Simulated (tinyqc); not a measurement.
Conductance against temperature: thermal boundary conductance by the acoustic and diffuse mismatch models. Computed by tinyqc, a small Python program. Command: `OMP_NUM_THREADS=1 python tinyqc.py 3015965 3015966 out.jsonl kapitza walk`. One thread of a shared host (Intel(R) Xeon(R) Processor @ 2.30GHz), about 0.01 s of CPU time with the checks.

Each side has one longitudinal and two transverse Debye branches, omega = v q up to q_D = (6 pi^2 n)^(1/3), with n counting all atoms. Scattering at the interface is elastic. Electrons are left out of G, also for metals. Melting is ignored. G refers to the temperatures of the phonons sent towards the interface. Linear branches over all atoms overstate G at high T, most for crystals with several atoms a cell.

Inputs (values chosen for the exercise, modelled on copper (side 1) and aluminium nitride (side 2)):

| quantity | value | unit |
|---|---|---|
| density rho_1 | 9.03 | g/cm^3 |
| longitudinal velocity vL_1 | 5030 | m/s |
| transverse velocity vT_1 | 2450 | m/s |
| atom density n_1 | 85.7 | 1/nm^3 |
| density rho_2 | 3.32 | g/cm^3 |
| longitudinal velocity vL_2 | 11100 | m/s |
| transverse velocity vT_2 | 6080 | m/s |
| atom density n_2 | 96.3 | 1/nm^3 |

Structure: film on a substrate.

Constants: hbar = 1.054571817e-34 J s; k_B = 1.380649e-23 J/K.

Method:
- omega_c = v q_D for each branch, given as hbar omega_c/k_B; impedance Z = rho v.
- No mode conversion. t(theta) = 4 Z_1 Z_2 cos(theta_1) cos(theta_2)/N^2, with N = Z_2 cos(theta_1) + Z_1 cos(theta_2) for L (the form for pressure waves) and N = Z_1 cos(theta_1) + Z_2 cos(theta_2) for both T branches (the form for shear waves polarised along the interface); sin(theta_2) = (v_2/v_1) sin(theta_1), and t = 0 beyond the critical angle arcsin(v_1/v_2); the mean over the incoming flux is alpha = 2 int t sin(theta_1) cos(theta_1) d theta_1 (64 Gauss-Legendre points).
- G = (k_B^4 T^3/(8 pi^2 hbar^3)) int W(x) x^4 e^x/(e^x - 1)^2 dx, x = hbar omega/(k_B T). Acoustic mismatch: W = sum over the three branches of alpha(1 to 2)/v_1^2, each up to the lower of its two cut-offs. Diffuse mismatch: W = S_1 S_2/(S_1 + S_2), where S_i sums 1/v^2 over the branches of side i still below their cut-off. Radiation limit: W = min(S_1, S_2). The integral is split at the four cut-offs (64 Gauss-Legendre points a piece, x at most 45).

Branches:

| branch | v (m/s) | cut-off (K) | Z (1e6 kg/(m^2 s)) |
|---|---|---|---|
| L, side 1 | 5030 | 660.24 | 45.4209 |
| T, side 1 | 2450 | 321.59 | 22.1235 |
| L, side 2 | 11100 | 1514.75 | 36.8520 |
| T, side 2 | 6080 | 829.70 | 20.1856 |

Transmission:

| branch | t at normal incidence | largest angle from side 1 (deg) | alpha, 1 to 2 | alpha, 2 to 1 |
|---|---|---|---|---|
| L | 0.989152 | 26.9462 | 0.194868 | 0.948965 |
| T | 0.997902 | 23.7634 | 0.146654 | 0.903169 |

G (MW/(m^2 K)):

| T (K) | acoustic mismatch | diffuse mismatch | radiation limit |
|---|---|---|---|
| 2 | 0.0046124 | 0.0043476 | 0.0050734 |
| 5 | 0.072069 | 0.067932 | 0.079272 |
| 10 | 0.57656 | 0.54345 | 0.63417 |
| 20 | 4.6111 | 4.3468 | 5.0728 |
| 40 | 34.030 | 33.066 | 39.248 |
| 80 | 143.30 | 179.52 | 239.24 |
| 150 | 299.87 | 507.10 | 742.00 |
| 300 | 431.11 | 842.46 | 1275.0 |
| 600 | 482.66 | 982.10 | 1498.9 |
| 1000 | 495.19 | 1016.5 | 1554.2 |

What follows from these numbers?

All three follow T^3 at the cold end (exponent 3.00 for the diffuse model) and flatten at high T (exponent 0.07 at the hot end); the lowest cut-off is 322 K. The ratio of diffuse to acoustic goes from 0.94 to 2.05. The plateau is set by the frequencies that both sides share.

Extremes, crossings and ranges named in words are read from the listed rows.
